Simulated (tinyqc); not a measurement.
Etch lag against aspect ratio: ion-assisted plasma etching: sheath, surface coverage, synergy and aspect-ratio dependence. Computed by tinyqc, a small Python program. Command: `OMP_NUM_THREADS=1 python tinyqc.py 3006798 3006799 out.jsonl etch walk`. One thread of a shared host (Intel(R) Xeon(R) Processor @ 2.30GHz), about 0.04 s of CPU time with the checks.

Radicals adsorb on bare sites; ions remove covered sites with a high yield and bare sites by sputtering; a slow spontaneous reaction acts everywhere, walls included.

Inputs (values chosen for the exercise, close to those used for silicon dioxide in a fluorocarbon plasma):
```
quantity                                value       unit
plasma density n_e                    3.8e+11     1/cm^3
electron temperature T_e                  4.8         eV
ion mass M_i                               50          u
sheath voltage V                          200          V
radical density n                     1.3e+12     1/cm^3
radical mass M_n                           50          u
gas temperature T_g                       600          K
sticking coefficient s                   0.46          -
radicals per removed unit x                 2          -
yield slope b                            0.29  eV^(-1/2)
threshold E_th                             27         eV
sputter slope b_p                       0.011  eV^(-1/2)
sputter threshold E_p                      29         eV
spontaneous reaction probability k_c  2.7e-05          -
solid density N                       2.2e+22     1/cm^3
ion temperature T_i                      0.51         eV
```

Feature: long trench.

Constants: e = 1.602176634e-19 C; u = 1.6605390666e-27 kg; k_B = 1.380649e-23 J/K; eps_0 = 8.8541878128e-12 F/m.

Method:
- Bohm speed u_B = sqrt(e T_e/M_i); ion flux G_i = 0.61 n_e u_B; radical flux G_n = n c/4 with c = sqrt(8 k_B T_g/(pi M_n)).
- Debye length lambda_D = sqrt(eps_0 T_e/(e n_s)) with n_s = 0.61 n_e, T_e in volts; Child-law sheath d = (sqrt2/3) lambda_D (2 V/T_e)^(3/4); ion energy E = V + T_e/2; angular spread = arctan(sqrt(T_i/E)).
- Yields: Y = b (sqrt(E) - sqrt(E_th)) on covered sites, Y_p = b_p (sqrt(E) - sqrt(E_p)) on bare ones (zero below threshold).
- Steady coverage: s G_n (1 - theta) = x Y G_i theta; removal flux = Y G_i theta + Y_p G_i (1 - theta) + k_c G_n; rate = flux/N, 1 cm/s = 6e8 nm/min.
- Lateral rate = k_c G_n/N; anisotropy = 1 - lateral/vertical; synergy = vertical/(ions alone + radicals alone), with ions alone Y_p G_i/N and radicals alone the lateral rate.
- Transmission of a long trench, rough form: K = (1 + ln(1 + A))/(1 + A + ln(1 + A)), walls that scatter diffusely without loss. With a loss probability S = s (1 - theta) at the floor, G_b/G_n = K/(K + S - K S); theta follows G_b, and the two are solved together. Ions are taken to reach the floor unshadowed; G_b replaces G_n in every term of the rate; A is depth over width.

yield Y = 2.61887

sputter yield Y_p = 0.0972573

ion flux G_i = 7.05472e+16 1/(cm^2 s)

radical flux G_n = 1.63818e+16 1/(cm^2 s)

vertical rate = 284.101 nm/min

coverage theta = 0.0199861

Floor of the feature:
```
A            K  G_b/G_n     theta  rate (nm/min)  relative rate
0.5    0.73760  0.86146  0.017265         270.90        0.95353
1.0    0.62869  0.78903  0.015836         263.97        0.92913
2.0    0.51203  0.69821  0.014039         255.25        0.89843
5.0    0.35830  0.55106  0.011113         241.05        0.84846
10.0   0.25361  0.42697  0.008632         229.01        0.80609
20.0   0.16821  0.30670  0.006216         217.28        0.76481
50.0   0.08978  0.17709  0.003599         204.59        0.72011
100.0  0.05317  0.10900  0.002218         197.89        0.69654
```

K falls by a factor 13.9 over the rows and the rate by 1.37. Among these rows the rate stays within 10 % of the open-field value up to A = 1, with an open-field coverage below one half; sputtering, which needs no radicals, carries much of the rate in the last rows. Caution: rows with A above about 1/(2 tan(ion spread)) or 1/sqrt(k_c), often 10 to 30, are formal: ion shadowing, radical loss on the walls, redeposition of sputtered material and, in fluorocarbon plasmas, polymer growth are left out and add to the lag.
